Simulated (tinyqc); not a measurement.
Two regimes over temperature: microkinetic model of low-temperature epitaxy from hydride gases: adsorption, hydrogen desorption and rate control. Computed by tinyqc, a small Python program. Command: `OMP_NUM_THREADS=1 python tinyqc.py 3000362 3000363 out.jsonl hepi walk`. One thread of a shared host (Intel(R) Xeon(R) Processor @ 2.30GHz), about 0.01 s of CPU time with the checks.

Each hydride molecule needs two free sites and leaves four hydrogen atoms, of which two leave at once as H2; theta is the hydrogen coverage, the site density is 6.78 per nm^2 and one layer is 1.358 angstrom thick.

Inputs (values chosen for the exercise, close to those used for silane on Si(001)):
```
quantity,value,unit
silane pressure p_S,0.46,Pa
sticking prefactor of silane s0,0.027,-
adsorption barrier E_s,0.31,eV
desorption prefactor nu_d,9.7e+11,1/s
desorption energy on silicon E_d,2.01,eV
hydrogen carrier pressure p_H,0,Pa
sticking of hydrogen s_H,1.1e-08,-
```

Film: silicon. Order of hydrogen desorption: first.

Constants: k_B = 8.617333262e-05 eV/K; u = 1.6605390666e-27 kg; k_B = 1.380649e-23 J/K.

Method:
- Flux per site F = p/(sqrt(2 pi M k_B T) x 6.78e18 per m^2), M = 32.12 u (silane), 2.016 u (hydrogen); s = s0 exp(-E_s/(k_B T)); k_S = s F_S = k; k_H = s_H F_H; k_d = nu_d exp(-E_d/(k_B T)).
- With k the hydride and k_H the hydrogen adsorption rate on free pairs and k_d the desorption rate, steady state: 2 (k + k_H)(1 - theta)^2 = k_d theta; growth rate R = k (1 - theta)^2 layers/s; 1 layer/s = 8.148 nm/min.
- Temperatures in kelvin are T(C) + 273.15.
- Limits: desorption-limited R = k_d k/(2 (k + k_H)), adsorption-limited R = k.

Growth:
```
T (C),theta,G (nm/min),desorption limit (nm/min),adsorption limit (nm/min)
400,9.4877e-01,3.3525e-03,3.5335e-03,1.2774
450,8.6299e-01,3.3474e-02,3.8788e-02,1.7833
500,6.9742e-01,2.1782e-01,3.1233e-01,2.3792
550,4.5888e-01,8.9570e-01,1.9519e+00,3.0589
600,2.2918e-01,2.2665e+00,9.8895e+00,3.8146
650,9.1142e-02,3.8306e+00,4.2029e+01,4.6374
700,3.3485e-02,5.1545e+00,1.5394e+02,5.5179
750,1.2655e-02,6.2847e+00,4.9664e+02,6.4469
800,5.1091e-03,7.3398e+00,1.4366e+03,7.4154
850,2.2160e-03,8.3777e+00,3.7806e+03,8.4150
```

What does the comparison show, and why?

The apparent activation energy of G is 1.93 eV between the first rows and 0.27 eV between the last; full hydrogen cover gives a value near the desorption energy (plus E_s where k_H far exceeds k), a bare surface one near E_s less k_B T/2 from the flux. The coverage passes one half between 500 and 550 C, the knee of the Arrhenius plot.

Extremes, crossings and ranges named in words are read from the listed rows.
